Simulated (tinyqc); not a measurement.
Three programmes: liquidus of a compound AB in a simple-solution melt, liquid-phase epitaxy and vapour pressures. Computed by tinyqc, a small Python program. Command: `OMP_NUM_THREADS=1 python tinyqc.py 3027196 3027197 out.jsonl liq35 walk`. One thread of a shared host (Intel(R) Xeon(R) Processor @ 2.30GHz), about 0.05 s of CPU time with the checks.

x is the atom fraction of B in the melt. The melt is a simple solution: R T ln gamma_B = W (1 - x)^2, R T ln gamma_A = W x^2, W = a + b T. The solid AB is stoichiometric.

Inputs (values chosen for the exercise, modelled on GaSb for the melt): melting point T_F = 983 K; entropy of fusion S_F = 65.5 J/(mol K); interaction a = 20.2 kJ/mol; interaction slope b = -25.3 J/(mol K); saturation temperature T = 753 K; step dT = 3.4 K; cooling rate c = 1.3 K/min; diffusivity in the melt D = 5.4e-05 cm^2/s; molar volume of the melt V_L = 12.2 cm^3/mol; lattice constant a0 = 6.096 angstrom; melt depth w = 4.9 mm.

Constants: R = 8.314462618 J/(mol K); N_A = 6.02214076e+23 1/mol; k_B = 8.617333262e-05 eV/K.

Method:
- Liquidus (Vieland): f(x) = R T ln[4 x (1 - x)] + 2 W (1/2 - x)^2 + S_F (T_F - T) = 0.
- Newton steps with f' = (1 - 2x)[R T/(x (1 - x)) - 2 W], from the dilute estimate x = (1/4) exp[-(S_F (T_F - T) + W/2)/(R T)]; stop below 1e-13; f under 1e-6 shown as 0.
- dx/dT = -(df/dT)/f', df/dT = R ln[4 x (1 - x)] + 2 b (1/2 - x)^2 - S_F, f' = (1 - 2x)[R T/(x (1 - x)) - 2 W]. Concentrations: C_L = x N_A/V_L in the melt, C_S = 4/a0^3 in the solid; m = dT/dC_L.
- Semi-infinite melt (Hsieh): step d = 2 dT sqrt(D t/pi)/(C_S m); ramp d = (4/3) c sqrt(D/pi) t^(3/2)/(C_S m); supercooling is their sum. A melt of depth w can give at most w (undercooling)/(C_S m).

C_S = 1.76573e+22 1/cm^3

slope m = 5.94830e-20 K cm^3

dx/dT = 3.40577e-04 1/K

solubility x = 0.0211670

Thickness (micrometre):
```
t (min)    step        ramp  supercooling  sqrt(D t) (mm)
0.2      0.9298  4.7403e-02         0.977          0.2546
0.5      1.4702  1.8738e-01         1.658          0.4025
1.0      2.0792  5.2998e-01         2.609          0.5692
2.0      2.9404  1.4990e+00         4.439          0.8050
5.0      4.6491  5.9254e+00        10.575          1.2728
10.0     6.5749  1.6760e+01        23.334          1.8000
20.0     9.2983  4.7403e+01        56.701          2.5456
```

What does the comparison show, and why?

Step cooling goes as t^(1/2), ramp cooling as t^(3/2); they are equal at t = 3 dT/(2 c) = 3.92 min. The local exponent of their sum runs from 0.58 to 1.28. Rows with sqrt(D t) above about half the depth of 4.9 mm are overestimates. In the late ramp rows the undercooling is so large that the liquidus slope is not constant.
